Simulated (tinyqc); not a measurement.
Potential-pH (Pourbaix) lines of a metal, its cation, its oxide and an oxyanion, with a complexing ligand: one step, computed by the program tinyqc.

Potentials are against the standard hydrogen electrode; solids and water have unit activity; dG_f of M, H+ and the electron is zero; F = e N_A and s = R T ln(10)/F. The cation carries z = 3.

Problem. Standard potentials. M3+ + 3e = M; (1/2) M2O3 + 3H+ + 3e = M + (3/2) H2O; MO2(-) + 4H+ + 3e = M + 2H2O. For each, E0 = -dG/(z F), and E = E0 + (s/z) log10 a - (s n_H/z) pH, with no activity term for the oxide.

Inputs (values chosen for the exercise, modelled on gallium):
```
quantity,value,unit
dG_f of the cation,-157.3,kJ/mol
dG_f of the oxide,-996.15,kJ/mol
dG_f of the oxyanion,-525.41,kJ/mol
dG_f of water,-237.14,kJ/mol
temperature T,298.15,K
```

Species: M, M3+, M2O3, MO2(-).

Constants: R = 8.314462618 J/(mol K); e = 1.602176634e-19 C; N_A = 6.02214076e+23 1/mol.

Give: s; E0.

Solution.

s = 0.05916 V

E0 (V): cation -0.5434, oxide -0.4918, oxyanion -0.1766

The metal is less noble than hydrogen.
